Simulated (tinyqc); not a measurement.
Trap density from two Hall measurements.

Problem. p-type body, charge-sheet picture, full ionisation (an idealisation for deep acceptors), Boltzmann statistics for free electrons. e = Ec - EF at the surface. psi = Eg - Vt ln(Nv/Na) - e; N_dep = sqrt(2 eps0 eps_r Na (psi - Vt)/q); n_f = sqrt(N_dep^2 + 2 eps0 eps_r Vt Nc exp(-e/Vt)/q) - N_dep; Vg = Vfb + psi + q (N_dep + n_t + n_f)/Cox, Cox = eps0 eox/tox. Find e and n_t at both points and the mean trap density between them.

Parameters, values chosen for the exercise; band and dielectric values close to those of gallium nitride:
```
symbol,value,unit,meaning
T,475,K,temperature
Eg,3.45,eV,band gap
eps_r,9.32,,relative permittivity
Nc,4.56e18,cm^-3,conduction-band density of states at T
Nv,9.1e19,cm^-3,valence-band density of states at T
eox,3.9,,relative permittivity of the insulator
tox,29,nm,insulator thickness
Na,4.2e15,cm^-3,acceptor density
Vfb,-2.21,V,flat-band voltage without trapped charge
```

Constants: q = 1.602176634e-19 C, kB = 1.380649e-23 J/K, Vt = kB T/q, eps0 = 8.8541878128e-14 F/cm where lengths are in cm. Results are converted to the units shown.

Vg (V): 1.0679493  1.2779745
free sheet density from the Hall effect (cm^-2): 2.4010092e9  2.5041808e10

Solution. Each n_f fixes e; what the gate voltage holds beyond psi, N_dep and n_f is trapped; the difference quotient is the density, smeared over a few Vt.

e (eV): 0.289  0.191
n_t (cm^-2): 4.57e10  1.00e11
mean trap density = 5.56e11 cm^-2 eV^-1

Computed by the program tinyqc: `OMP_NUM_THREADS=1 python tinyqc.py 2222125 2222126 out.jsonl`, one thread of a shared Intel Xeon 2.30GHz, about 0.02 s for the whole run.
